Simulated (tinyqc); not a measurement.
Threshold of a short bulk MOSFET: charge sharing, barrier lowering, narrow width: one step of the calculation.

n-channel device on a p-type body, depletion approximation, full ionisation. Uniform doping N = Na. Vbi from Boltzmann statistics is rough for the degenerate source. Cox = eps0 eox/tox.

Question. Short-channel and narrow-width shifts. Charge sharing (trapezoid; it ignores Vds): F = (xj/L)(sqrt(1 + 2 Wd/xj) - 1), lowering = body term times F. Barrier lowering: th = exp(-L/(2 l)) + 2 exp(-L/l), lowering = th [2 (Vbi - 2 pB) + Vds], DIBL = th. Narrow width: rise = body term times xw Wd/W. VT by each model = VT0 - lowering + rise.

Inputs (values chosen for the exercise); band and dielectric values close to those of silicon: junction depth xj = 72 nm; drain-source voltage Vds = 0.5 V; gate width W = 520 nm; shape factor of the fringing depletion at the width edges xw = 1.5708; channel length L = 290 nm.

2 pB = 0.82923737 V
Wd = 130.54626 nm
body term = 0.11384344 V
VT0 = 0.11308081 V
Vbi = 1.0078167 V
l = 27.014825 nm

Give: F; lowering by charge sharing; th; lowering of the barrier; DIBL; narrow-width rise; VT, charge sharing; VT, barrier lowering.

Answer.

F = 0.28574
lowering by charge sharing = 32.529 mV
th = 0.0047097
lowering of the barrier = 4.0369 mV
DIBL = 4.7097 mV/V
narrow-width rise = 44.894 mV
VT, charge sharing = 0.12545 V
VT, barrier lowering = 0.15394 V

L is 10.7 scale lengths. The charge-sharing lowering is 8.06 times the barrier lowering; the first falls off as 1/L and the second exponentially. Both describe the same loss of gate control, so they are alternatives and are not added.

Numbers from tinyqc (`OMP_NUM_THREADS=1 python tinyqc.py 2002170 2002171 out.jsonl`; about 0.01 s on one thread of a shared Intel Xeon 2.30GHz).
